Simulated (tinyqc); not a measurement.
From results back to parameters: WKB tunnelling through a gate dielectric with a two-band (Franz) dispersion. Four cases, with inputs chosen for the exercise.

Problem. In the Fowler-Nordheim regime with a parabolic band J/F^2 is proportional to exp(-B/F), B = (4/3) sqrt(m/c) phi^(3/2), c = hbar^2/2m0, 1 V/angstrom = 100 MV/cm. The ratio below was computed from a hidden barrier.

Constants: hbar^2/2m0 = 3.80998211 eV angstrom^2.

Case 1.

Values chosen (out of a larger set: of the size used for Al2O3 on silicon; not measured data):
- m = 0.26 m0 (mass at the conduction edge)
- F1 = 7.4 MV/cm (first field)
- F2 = 11.2 MV/cm (second field)

ln[(J2/F2^2)/(J1/F1^2)] = 4.44934

Case 2.

Values chosen (out of a larger set: of the size used for Al2O3 on silicon; not measured data):
- m = 0.26 m0 (mass at the conduction edge)
- F1 = 7.7 MV/cm (first field)
- F2 = 10.4 MV/cm (second field)

ln[(J2/F2^2)/(J1/F1^2)] = 3.77997

Case 3.

Values chosen (out of a larger set: of the size used for AlN on silicon; not measured data):
- m = 0.37 m0 (mass at the conduction edge)
- F1 = 7.3 MV/cm (first field)
- F2 = 12.6 MV/cm (second field)

ln[(J2/F2^2)/(J1/F1^2)] = 5.26006

Case 4.

Values chosen (out of a larger set: of the size used for AlN on silicon; not measured data):
- m = 0.35 m0 (mass at the conduction edge)
- F1 = 8.2 MV/cm (first field)
- F2 = 12.7 MV/cm (second field)

ln[(J2/F2^2)/(J1/F1^2)] = 3.83651

Find: B; phi.

Solution. B is the logarithm divided by 1/F1 - 1/F2; then phi = (3 B/(4 sqrt(m/c)))^(2/3). The slope fixes only m phi^3, so the mass must be known.

Case 1.

B = 97.04 MV/cm
phi = 1.980 eV

Case 2.

B = 112.11 MV/cm
phi = 2.180 eV

Case 3.

B = 91.29 MV/cm
phi = 1.690 eV

Case 4.

B = 88.79 MV/cm
phi = 1.690 eV

Computed by tinyqc, one run a case: `OMP_NUM_THREADS=1 python tinyqc.py N N+1 out.jsonl` with N = 1451990, 1452040, 1452041, 1452190; one thread of a shared Intel(R) Xeon(R) Processor @ 2.30GHz, about 0.01 s a run at most.
